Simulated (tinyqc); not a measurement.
Atomic layer deposition: Langmuir saturation, growth per cycle and coating of deep features: one step, computed by the program tinyqc.

Precursor A sticks only on free sites, so a long enough pulse saturates; co-reactant B then frees the sites again.

Problem. Flux and saturation time. Wall flux F = p/sqrt(2 pi M k_B T); rate of filling k_a = beta F/q; desorption k_d = 1e13 exp(-E_d/(k_B T)) per second. 1/m^2 = 1e-18/nm^2. Temperatures in kelvin are T(C) + 273.15.

Inputs (values chosen for the exercise, modelled on zinc oxide from diethylzinc and water):
```
quantity                                 value    unit
precursor mass M                           124       u
site density q                             7.1  1/nm^2
sticking probability beta on free sites   0.01       -
precursor pressure p                         1      Pa
temperature T                              125       C
desorption energy E_d                     1.26      eV
```

Constants: u = 1.6605390666e-27 kg; k_B = 1.380649e-23 J/K; k_B = 8.617333262e-05 eV/K.

Give: flux F; k_a; k_d; time to 99 % without desorption, ln(100)/k_a.

Solution.

flux F = 11858 1/(nm^2 s)

k_a = 16.70 1/s

k_d = 0.001124 1/s

time to 99 % without desorption, ln(100)/k_a = 0.2757 s
